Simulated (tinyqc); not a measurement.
Strained L valleys, repopulation and conductivity mass: one step of the calculation.

A cubic crystal with four conduction valleys along the <111> axes under uniaxial stress X along [110] (X > 0 is tension); current along [110]. Non-degenerate electrons, fixed total density, one relaxation time for all valleys and stresses, masses unchanged by strain, so the mobility goes as the mean inverse mass.

Question. Valley shifts and shares. Valley shift dE = Xu (n.e.n - trace(e)/3) with n the valley axis; share f proportional to exp(-dE/Vt).

Inputs (values chosen for the exercise): temperature T = 293 K; shear deformation potential Xu = 16.6 eV.

Constants: q = 1.602176634e-19 C, kB = 1.380649e-23 J/K, Vt = kB T/q. Results are converted to the units shown.

strain (%):
```
	x	y	z
x	0.089125000	0.096250000	0.000000000
y	0.096250000	0.089125000	0.000000000
z	0.000000000	0.000000000	-0.067250000
```

Find: dE; share f.

Answer.

```
valley	dE (meV)	share f
[111]	10.652	0.15037
[-111]	-10.652	0.34963
[1-11]	-10.652	0.34963
[11-1]	10.652	0.15037
```

The splitting is 21.3 meV, 0.84 Vt.

Program tinyqc, `OMP_NUM_THREADS=1 python tinyqc.py 2530139 2530140 out.jsonl`; Intel Xeon 2.30GHz, shared host, one thread, about 0.01 s.
